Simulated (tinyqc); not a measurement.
Worked calculation: Bloch-Grueneisen resistivity of a metal. Computed by tinyqc, a small Python program that keeps every step. Command: `OMP_NUM_THREADS=1 python tinyqc.py 3028919 3028920 out.jsonl bg walk`. One thread of a shared host (Intel(R) Xeon(R) Processor @ 2.30GHz), about 0.01 s of CPU time with the checks. Intermediate numbers are printed to about 6 digits and carried at full precision; extremes and crossings named in words are read from the listed rows.

Electrons scatter from a Debye spectrum of phonons (n = 5 for scattering within one band, n = 3 for scattering into a second, heavy band) and from static defects.

Inputs (values chosen for the exercise, modelled on platinum):

| quantity | value | unit |
|---|---|---|
| exponent n | 3 | - |
| Debye temperature Theta | 210 | K |
| transport coupling lambda_tr | 0.46 | - |
| Drude plasma energy hbar w_p | 7.1 | eV |
| residual resistivity rho_0 | 1 | microohm cm |
| temperature T | 295 | K |

Addition: none.

Constants: k_B = 1.380649e-23 J/K; hbar = 1.054571817e-34 J s; eps_0 = 8.8541878128e-12 F/m; hbar = 6.582119569e-16 eV s; k_B = 8.617333262e-05 eV/K.

## Scale of the phonon resistivity

rho_ph = (n - 1) rho_1 (T/Theta)^n J_n(Theta/T), with rho_1 = 2 pi lambda_tr k_B Theta/(hbar eps_0 w_p^2), the high-temperature line at T = Theta.

rho_1 = 7.71312 microohm cm

## The integral and the phonon part

J_n(y) = int_0^y x^n e^x/(e^x - 1)^2 dx, by 96 Gauss-Legendre points (upper limit at most 60).

Theta/T = 0.711864

J_n = 0.248115

phonon resistivity rho_ph = 10.6101 microohm cm

This is 97.9 % of the straight line rho_1 T/Theta.

## Total resistivity and derived numbers

Matthiessen's rule: rho = rho_0 + rho_ph. Temperature coefficient (1/rho) d rho/dT by a central difference of +/- 0.5 K; residual ratio rho(295 K)/rho(4.2 K); scattering time tau = 1/(eps_0 w_p^2 rho); Wiedemann-Franz kappa = L_0 T/rho, L_0 = (pi^2/3)(k_B/e)^2.

resistivity rho = 11.6101 microohm cm

temperature coefficient = 3.22704 1e-3/K

residual resistance ratio = 11.5998

scattering time = 8.36044 fs

Wiedemann-Franz conductivity = 62.0739 W/(m K)

The coefficient is 0.952 times 1/T.

## Limits of the phonon part

Low T: (n - 1) n! zeta(n) rho_1 (T/Theta)^n. High T: rho_1 (T/Theta) [1 - (n - 1)/(12 (n + 1)) (Theta/T)^2].

Resistivities (microohm cm):

| T (K) | rho_ph | low-T law | straight line | line with correction | total rho |
|---|---|---|---|---|---|
| 6.3 | 3.00400e-03 | 3.00400e-03 | 0.2314 | - | 1.0030 |
| 10.0 | 1.20137e-02 | 1.20138e-02 | 0.3673 | - | 1.0120 |
| 17.0 | 5.89380e-02 | 5.90236e-02 | 0.6244 | - | 1.0589 |
| 25.0 | 1.82676e-01 | 1.87715e-01 | 0.9182 | - | 1.1827 |
| 42.0 | 6.92871e-01 | 8.90075e-01 | 1.5426 | - | 1.6929 |
| 74.0 | 2.00294e+00 | 4.86826e+00 | 2.7180 | 1.8059 | 3.0029 |
| 100.0 | 3.08564e+00 | 1.20138e+01 | 3.6729 | 2.9980 | 4.0856 |
| 170.0 | 5.86627e+00 | 5.90236e+01 | 6.2440 | 5.8470 | 6.8663 |
| 250.0 | 8.91855e+00 | 1.87715e+02 | 9.1823 | 8.9123 | 9.9185 |
| 420.0 | 1.52669e+01 | 8.90075e+02 | 15.4262 | 15.2656 | 16.2669 |

The low-T law holds to 10 % up to 25 K, the straight line from 170 K on. The local exponent of rho_ph falls from 3.00 to 1.04. Phonons overtake the residual resistivity between 42.0 and 74.0 K.

Checks made by the program: J_n at large argument against n! zeta(n) (relative difference below 1e-10).
